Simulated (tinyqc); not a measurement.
Debye-Callaway model of lattice thermal conductivity. Changing the temperature T. Computed by tinyqc, a small Python program. Command: `OMP_NUM_THREADS=1 python tinyqc.py 3022189 3022190 out.jsonl callaway sweep`. One thread of a shared host (Intel(R) Xeon(R) Processor @ 2.30GHz), about 0.05 s of CPU time with the checks.

Three acoustic branches with one velocity v, cut at omega_D = k_B Theta/hbar; x = hbar omega/(k_B T). v and Theta are separate inputs: Theta cuts off the heat-carrying modes, so C need not reach 3 k_B/V. gamma is an effective value that sets the umklapp rate. Heat flows along the film.

Inputs (values chosen for the exercise, modelled on magnesium oxide):

| quantity | value | unit |
|---|---|---|
| sound velocity v | 6530 | m/s |
| Debye temperature Theta | 753 | K |
| volume per atom V | 9.34 | angstrom^3 |
| mean atomic mass M | 20.15 | u |
| effective Grueneisen parameter gamma | 3.69 | - |
| umklapp exponent divisor b | 2.5 | - |
| vacancy fraction n_v | 0.00024 | - |
| film thickness t | 0.39 | micrometre |
| specularity p | 0.2 | - |

Sample: film. Point defects: vacancies. Normal processes: left out.

Constants: k_B = 1.380649e-23 J/K; hbar = 1.054571817e-34 J s; u = 1.6605390666e-27 kg.

Method:
- A vacancy counts as a mass defect Delta M/M = -3 (the missing mass and twice its bonds), so Gamma = 9 n_v. A = V Gamma/(4 pi v^3).
- Rates: point defects A omega^4; umklapp B omega^2 T exp(-Theta/(b T)) with B = hbar gamma^2/(M v^2 Theta). Film: the bulk time tau of each mode, from the resistive rates above, is multiplied by the Fuchs-Sondheimer factor F = (3/2) int_0^1 (1 - u^2) [1 - (1 - p) (u/d) (1 - E)/(1 - p E)] du, with E = exp(-d/u), d = t/(v tau), by 48 Gauss-Legendre points in z with u = z^4; the boundary rate is defined as 1/(F tau) - 1/tau.
- kappa_1 = c int tau_C g dx, g = x^4 e^x/(e^x - 1)^2, c = (k_B/(2 pi^2 v)) (k_B T/hbar)^3, over 0 < x < min(Theta/T, 40), by 96 Gauss-Legendre points in s with x = x_max s^2; tau_C = tau_R, the inverse of the summed rates, and kappa = kappa_1.
- Heat capacity C = 3 c int g dx / v^2; grey free path 3 kappa/(C v); the median free path v tau_C halves kappa_1 when the quadrature points are ordered by free path (each counted at half its weight, interpolated in the logarithm); likewise at 10 % and 90 %.

One run for each value:

| temperature T (K) | kappa (W/(m K)) | heat capacity C (J/(m^3 K)) | grey free path (nm) | median free path (nm) |
|---|---|---|---|---|
| 13 | 6.35 | 9.6506e+02 | 3.0239e+03 | 3.1920e+03 |
| 20 | 17.42 | 3.5141e+03 | 2.2778e+03 | 2.5212e+03 |
| 31 | 44.16 | 1.3086e+04 | 1.5504e+03 | 1.8954e+03 |
| 48 | 95.17 | 4.8556e+04 | 9.0048e+02 | 1.3322e+03 |
| 76 | 152.59 | 1.8730e+05 | 3.7429e+02 | 7.3443e+02 |
| 120 | 145.07 | 5.8354e+05 | 1.1422e+02 | 2.5805e+02 |
| 190 | 91.27 | 1.2240e+06 | 3.4256e+01 | 6.6224e+01 |
| 290 | 51.64 | 1.7567e+06 | 1.3504e+01 | 2.1657e+01 |
| 460 | 27.16 | 2.1127e+06 | 5.9056e+00 | 8.4501e+00 |
| 720 | 14.98 | 2.2800e+06 | 3.0189e+00 | 4.1162e+00 |
| 1100 | 8.85 | 2.3512e+06 | 1.7290e+00 | 2.3113e+00 |

Over the rows, kappa (W/(m K)) goes from 6.35 through a maximum among these rows, 153 at 76.0, to 8.85; heat capacity C (J/(m^3 K)) rises from 965 to 2.35e6 (exponent d ln y / d ln x 3.0 between the first rows and 0.073 between the last); grey free path (nm) falls from 3020 to 1.73 (exponent d ln y / d ln x -0.66 between the first rows and -1.3 between the last). At the low end the exponent of heat capacity C is 3.00, close to 3: the Debye T^3 law.

Extremes, crossings and ranges named in words are read from the listed rows.
